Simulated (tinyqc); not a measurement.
Doping from the body effect.

Inverse problem. The threshold of a long MOSFET, counted against the source, shifts by gamma (sqrt(2 phiF + Vsb) - sqrt(2 phiF)) with gamma = sqrt(2 eps0 eps_r q N)/Cox. Find 2 phiF, gamma and N from two shifts.

Inputs (values chosen for the exercise):
- eps_r = 11.8 (relative permittivity)

Constants: q = 1.602176634e-19 C, eps0 = 8.8541878128e-14 F/cm where lengths are in cm. Results are converted to the units shown.

|VT - VT(0)| at source-body biases 1.2 and 3 V (V): [0.11193565, 0.22391537]
Cox = 0.12332619 uF/cm^2

Answer. The ratio of the shifts depends on 2 phiF alone and rises steadily with it, so it fixes 2 phiF; either shift then gives gamma, and gamma gives N.

2 phiF = 0.6766 V
gamma = 0.2045 V^0.5
N = 1.900e15 cm^-3

Program tinyqc, `OMP_NUM_THREADS=1 python tinyqc.py 2060093 2060094 out.jsonl`; Intel Xeon 2.30GHz, shared host, one thread, about 0.01 s.
